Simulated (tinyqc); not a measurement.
Adsorption as a lattice gas: isotherms with interactions, competition, desorption peaks and saturation dose: one step, computed by the program tinyqc. Command: `OMP_NUM_THREADS=1 python tinyqc.py 3027214 3027215 out.jsonl adsorb walk`. One thread of a shared host (Intel(R) Xeon(R) Processor @ 2.30GHz), about 0.1 s of CPU time with the checks.

One adsorbate per site; a molecule needs 1 empty site. Gas and surface have the same temperature.

Task: Dose to saturate, flat and in a hole. Without desorption or interaction, 99 % coverage needs the time (N_s/(s0 F)) ln 100. For a round hole of aspect ratio a in molecular flow with unit sticking (Gordon), the time is N_s/F x [1 + (19/4) a + (3/2) a^2]. The larger of the two times is a rough guide.

Inputs (values chosen for the exercise, for a model surface):
```
quantity                                          value    unit
desorption energy E                                 1.7      eV
prefactor nu                                    4.5e+14     1/s
site density N_s                                    4.7  1/nm^2
sticking coefficient s0                          0.0067       -
temperature T                                       558       K
aspect ratio a (depth over diameter) of a hole       10       -
```

Adsorption: molecular (first order).

flux F = 369.2012 1/(nm^2 s)

Give: time on a flat surface; time for the hole.

Result:

time on a flat surface = 8.750 s

time for the hole = 2.527 s

The surface reaction is the slower step. Caution: with k_d = nu exp(-E/(k_B T)) of these inputs desorption is not negligible over the time on a flat surface, so without interaction 99 % coverage is not reached.
